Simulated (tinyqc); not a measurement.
Metal-interlayer-semiconductor contact, depinning against tunnelling resistance: two steps of the calculation.

Zero bias, n-type semiconductor. Gap states at the semiconductor surface thin out as exp(-be ti), which unpins the barrier; electrons must then cross the interlayer (a rectangular barrier, no voltage drop across it) and the parabolic depleted layer, both by WKB. Energies E are counted from the Fermi level; no image force, parabolic bands.

Values chosen for this exercise; semiconductor values close to those of gallium nitride; interlayer mass of the order of that in aluminium oxide, offset chosen freely:

| symbol | value | unit | meaning |
|---|---|---|---|
| T | 300 | K | temperature |
| Eg | 3.43 | eV | band gap |
| eps_r | 9.19 |  | relative permittivity |
| chi | 3.97 | eV | electron affinity |
| Nc | 2.3e18 | cm^-3 | conduction-band density of states at T |
| mt | 0.193 | m0 | tunnelling mass in the semiconductor |
| mA | 0.197 | m0 | Richardson mass |
| Nd | 2.8e18 | cm^-3 | donor density |
| E0 | 2.4 | eV | charge-neutrality level above the valence band |
| S0 | 0.62 |  | pinning factor without interlayer |
| phiM | 4.11 | eV | metal work function |
| ti | 1.8 | nm | interlayer thickness |
| dE | 2.5 | eV | conduction-band offset of the interlayer above the semiconductor |
| mi | 0.34 | m0 | tunnelling mass in the interlayer |
| be | 5.3 | 1/nm | decay constant of gap states through the interlayer |

Constants: q = 1.602176634e-19 C, kB = 1.380649e-23 J/K, eps0 = 8.8541878128e-12 F/m, hbar = 1.054571817e-34 J s, h = 6.62607015e-34 J s, m0 = 9.1093837015e-31 kg, Vt = kB T/q, hbar^2/(2 m0) = 0.0380998212 eV nm^2. Results are converted to the units shown.

Question 1. Pinning, barrier and scales. S = 1/(1 + (1/S0 - 1) exp(-be ti)); phiB = S (phiM - chi) + (1 - S)(Eg - E0); xi = Ec - EF deep inside, from Nd = Nc F(-xi/Vt), F(x) = (2/sqrt(pi)) int_0^infinity sqrt(u) du/(1 + exp(u - x)); band bending U = phiB - xi; E00 = (hbar/2) sqrt(Nd/(eps0 eps_r mt m0)) in volts; A = 4 pi q mA m0 kB^2/h^3.

Wanted: S; phiB; xi; U; E00; A.

Answer 1.

S = 0.99996
phiB = 0.14004 eV
xi = -0.016029 eV
U = 0.15607 eV
E00 = 0.023328 eV
A = 23.674 A/(cm^2 K^2)

Question 2. Exponents and integrand on an energy grid. With U = phiB - xi: for xi < E < phiB, y = (E - xi)/U and G1 = (U/E00) [sqrt(1 - y) - y ln((1 + sqrt(1 - y))/sqrt(y))], G1 = 0 above phiB; G2 = 2 ti sqrt(mi max(phiB + dE - E, 0)/C), C = hbar^2/(2 m0); f = 1/(1 + exp(E/Vt)); integrand exp(-G1 - G2) f.

E, point 0 to 13 (eV): [-0.01, 0.01231, 0.03462, 0.05692, 0.07923, 0.10154, 0.12385, 0.14615, 0.16846, 0.19077, 0.21308, 0.23538, 0.25769, 0.28]
phiB = 0.14003923 eV
xi = -0.016029407 eV
E00 = 0.023327592 eV

Find: G1; G2; f; integrand.

Answer 2.

```
point      G1      G2          f  integrand (1e-10)
0      5.9627  17.507    0.59552             0.3821
1      4.2335  17.433    0.38316             1.4920
2      2.9744  17.359    0.20765             3.0672
3      1.9796  17.284   0.099592             4.2854
4      1.1875  17.210   0.044585             4.5651
5      0.5767  17.134   0.019308             3.9254
6      0.1522  17.059  0.0082379             2.7612
7      0.0000  16.983  0.0034936             1.4708
8      0.0000  16.907  0.0014769             0.6710
9      0.0000  16.831  6.2364e-4             0.3059
10     0.0000  16.754  2.6321e-4             0.1394
11     0.0000  16.677  1.1111e-4             0.0636
12     0.0000  16.599  4.6879e-5             0.0290
13     0.0000  16.521  1.9779e-5             0.0132
```

Range of the model: The depletion charge would drop about 0.076 V across such an interlayer (eps_r near 9) at ti = 1.8 nm and Nd = 2.8e18 cm^-3, against a band bending of 0.16 V; this model leaves that drop out.

Program tinyqc, `OMP_NUM_THREADS=1 python tinyqc.py 2270032 2270033 out.jsonl`; Intel Xeon 2.30GHz, shared host, one thread, about 0.02 s.
